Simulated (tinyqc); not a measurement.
Bottom-up copper filling of a trench by curvature-enhanced accelerator coverage. Changing the overpotential eta. Computed by tinyqc, a small Python program. Command: `OMP_NUM_THREADS=1 python tinyqc.py 3027342 3027343 out.jsonl superfill sweep`. One thread of a shared host (Intel(R) Xeon(R) Processor @ 2.30GHz), about 0.08 s of CPU time with the checks.

A rectangular trench keeps vertical walls and a flat floor. An accelerator floats on the surface; where area is lost in the corners it is passed on to the floor.

Inputs (values chosen for the exercise, close to those used for damascene copper plating):
```
quantity                                           value     unit
trench width w                                        57       nm
aspect ratio h/w                                     1.9        -
exchange current of the suppressed surface i_0      0.02  mA/cm^2
exchange current of the accelerated surface i_1      3.4  mA/cm^2
transfer coefficient alpha                          0.35        -
starting coverage theta_0                         0.0055        -
adsorption rate k_a                              0.00012      1/s
cupric ion concentration C                          0.28    mol/l
diffusivity D                                    3.8e-06   cm^2/s
boundary layer delta                                  44       um
temperature T                                        298        K
```

Constants: e = 1.602176634e-19 C; N_A = 6.02214076e+23 1/mol; k_B = 8.617333262e-05 eV/K.

Method. Kinetic current i_k = [i_0 (1 - theta) + i_1 theta] exp(alpha eta/(k_B T)), limit i_L = 2 F D C/delta, i = 1/(1/i_k + 1/i_L); velocity v = i Omega/(2F), Omega = 7.11 cm^3/mol, F = e N_A. Depletion inside the trench is ignored. Half width x, floor height y, depth h = aspect ratio x w. dx/dt = -v_s, dy/dt = v_b. d theta_b/dt = k_a (1 - theta_b) + [theta_s v_b + theta_b v_s]/x: the floor takes the accelerator of the wall it covers and keeps its own as it narrows. d theta_s/dt = k_a (1 - theta_s). theta_b is capped at 1. Integrate (tolerance 1e-9) until the walls meet (x = 0.02 w/2) or the floor passes the original mouth y = h. Start: x = w/2, y = 0, theta_b = theta_s = theta_0. Height filled = y/h, opening left = x/(w/2).

One run for each value; columns: (1) overpotential eta (V); (2) ratio v(1)/v(theta_0); (3) share of the height filled from the floor; (4) opening left, as a share of w; (5) time at the end (s):
```
(1)       (2)     (3)       (4)     (5)
0.060  75.765  1.0000  0.094176  309.95
0.098  69.208  1.0000  0.088919  223.98
0.140  59.416  1.0000  0.077796  153.99
0.170  51.084  1.0000  0.067302  116.40
0.210  39.287  1.0000  0.049961   78.77
0.250  28.226  1.0000  0.026561   52.40
0.320  13.981  0.7898  0.020000   23.91
0.360   9.029  0.6679  0.020000   15.10
```

Give the missing row, overpotential eta (V) = 0.280.

Computed row; columns: (1) overpotential eta (V); (2) ratio v(1)/v(theta_0); (3) share of the height filled from the floor; (4) opening left, as a share of w; (5) time at the end (s):
```
(1)       (2)     (3)       (4)    (5)
0.280  21.208  0.9251  0.020000  37.76
```

Interpolating between the two neighbouring rows (the first column on a logarithmic scale, the others too where they are positive) misses most in opening left, as a share of w, by 17 %. Over the rows, ratio v(1)/v(theta_0) falls from 75.8 to 9.03 (exponent d ln y / d ln x -0.18 between the first rows and -3.7 between the last); share of the height filled from the floor falls from 1.00 to 0.668, flat over part of the range; opening left, as a share of w falls from 0.0942 to 0.0200, flat over part of the range. A high overpotential drives the accelerated surface towards the diffusion limit first, which lowers the contrast in speed.

Caution (all rows): real profiles develop slanted corners, and accelerator is consumed; both are left out.
